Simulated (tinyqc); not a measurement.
Worked calculation: finite square well with mass mismatch (envelope functions). Values are carried at full precision from step to step, so a last printed digit may differ when a step is redone from the rounded ones.

A square well of width L and depth V0, mass mw inside and mb outside, energies from the bottom of the well, c = hbar^2/2m0. k = sqrt(mw E/c), kappa = sqrt(mb (V0 - E)/c). psi and psi'/m are continuous at the walls (BenDaniel-Duke), so level n solves k L + 2 atan[(k/mw)/(kappa/mb)] = n pi.

Constants: hbar^2/2m0 = 3.80998211 eV angstrom^2.

Inputs chosen for the exercise (near those of the light valleys of a Si film in HfO2; shifted at random, so the results belong to these values and not to a real crystal): L = 71 angstrom (well width); V0 = 1.447 eV (barrier height); mw = 0.195 m0 (mass in the well); mb = 0.175 m0 (mass in the barrier); alpha_w = 0.51 1/eV (non-parabolicity in the well); alpha_b = 0.35 1/eV (non-parabolicity in the barrier).

## How many levels are bound

At E = V0 the arctangent equals pi/2, so level n is bound if k0 L > (n - 1) pi with k0 = sqrt(mw V0/c). Compare with the infinitely deep well, E1(hard) = c (pi/L)^2/mw.

k0 = 0.27214 1/angstrom
k0 L/pi = 6.1503
number of bound levels = 7
E1(hard) = 0.0383 eV

The count does not depend on mb. One more level binds at L = 80.8 angstrom.

## The lowest level by bisection

f(E) = k L + 2 atan[(k/mw)/(kappa/mb)] - pi rises with E. Twelve halvings of [0, V0]: keep the half in which f changes sign.

Bisection:

| step | low (eV) | high (eV) | midpoint (eV) | k | kappa | f |
|---|---|---|---|---|---|---|
| 1 | 0.00000 | 1.44700 | 0.72350 | 0.19243 | 0.18230 | 12.0377 |
| 2 | 0.00000 | 0.72350 | 0.36175 | 0.13607 | 0.22327 | 7.5203 |
| 3 | 0.00000 | 0.36175 | 0.18088 | 0.09622 | 0.24115 | 4.3774 |
| 4 | 0.00000 | 0.18088 | 0.09044 | 0.06803 | 0.24962 | 2.1686 |
| 5 | 0.00000 | 0.09044 | 0.04522 | 0.04811 | 0.25375 | 0.6111 |
| 6 | 0.00000 | 0.04522 | 0.02261 | 0.03402 | 0.25578 | -0.4888 |
| 7 | 0.02261 | 0.04522 | 0.03391 | 0.04166 | 0.25477 | 0.1079 |
| 8 | 0.02261 | 0.03391 | 0.02826 | 0.03803 | 0.25528 | -0.1754 |
| 9 | 0.02826 | 0.03391 | 0.03109 | 0.03989 | 0.25502 | -0.0306 |
| 10 | 0.03109 | 0.03391 | 0.03250 | 0.04079 | 0.25489 | 0.0394 |
| 11 | 0.03109 | 0.03250 | 0.03179 | 0.04034 | 0.25496 | 0.0046 |
| 12 | 0.03109 | 0.03179 | 0.03144 | 0.04011 | 0.25499 | -0.0129 |

After twelve halvings the bracket is V0/4096 = 0.353 meV wide.

## Bound levels

Solve the condition for each n (six at most). With A = cos(kL/2) for even and sin(kL/2) for odd levels, the probability in the barriers is Pb = (A^2/kappa)/(A^2/kappa + L/2 +/- sin(kL)/(2k)), + for even.

Levels:

| n | parity | E (eV) | k (1/angstrom) | kappa (1/angstrom) | Pb |
|---|---|---|---|---|---|
| 1 | even | 0.0317 | 0.04028 | 0.25497 | 0.0020 |
| 2 | odd | 0.1265 | 0.08046 | 0.24628 | 0.0082 |
| 3 | even | 0.2834 | 0.12043 | 0.23119 | 0.0197 |
| 4 | odd | 0.5002 | 0.16000 | 0.20854 | 0.0386 |
| 5 | even | 0.7730 | 0.19891 | 0.17594 | 0.0705 |
| 6 | odd | 1.0927 | 0.23648 | 0.12757 | 0.1335 |

The lowest level lies at 83 % of the infinite-well value and decays into the barrier over 1/kappa = 3.9 angstrom. Above about 0.5 eV (from level 4 on) a parabolic band is a rough model.

## Mass in the plane and density of states

To first order in the in-plane energy, 1/m_par = (1 - Pb)/mw + Pb/mb for each subband. Each adds a step D = m_par/(2 pi c) to the density of states per area (spin included, one valley); 1/angstrom^2 = 1e16/cm^2.

Subbands:

| n | m_par (m0) | D (1e13/(eV cm^2)) |
|---|---|---|
| 1 | 0.1950 | 8.144 |
| 2 | 0.1948 | 8.138 |
| 3 | 0.1946 | 8.128 |
| 4 | 0.1941 | 8.110 |
| 5 | 0.1934 | 8.081 |
| 6 | 0.1921 | 8.023 |

The mass is taken as isotropic here; the valleys of Si are not, and in the plane they have sqrt(ml mt), about 0.42 m0, so their real steps are about twice as large.

## Levels with energy-dependent masses

Non-parabolic bands: mw is replaced by mw (1 + alpha_w E) and mb by mb (1 - alpha_b (V0 - E)), in k, kappa and the matching condition alike.

Solve the same condition with the energy-dependent masses, and list the shift from the parabolic levels that exist in both.

Levels:

| n | E (eV) | mass inside | mass outside | shift (meV) |
|---|---|---|---|---|
| 1 | 0.0329 | 0.1983 | 0.0884 | 1.2 |
| 2 | 0.1257 | 0.2075 | 0.0941 | -0.8 |
| 3 | 0.2646 | 0.2213 | 0.1026 | -18.8 |
| 4 | 0.4355 | 0.2383 | 0.1130 | -64.8 |
| 5 | 0.6272 | 0.2574 | 0.1248 | -145.9 |
| 6 | 0.8315 | 0.2777 | 0.1373 | -261.2 |

Level 1 moves by +1.2 meV and level 6 by -261.2 meV. The lighter mass deep in the barrier hardens the wall for low levels; the heavier mass in the well wins higher up.

## Checks

- Lowest level by finite differences (200 cells across the well) against the matching condition, eV: both 0.0317.

Run: tinyqc, `OMP_NUM_THREADS=1 python tinyqc.py 1252284 1252285 out.jsonl`; Intel(R) Xeon(R) Processor @ 2.30GHz, one thread, shared host; about 0.01 s of CPU time with all checks.
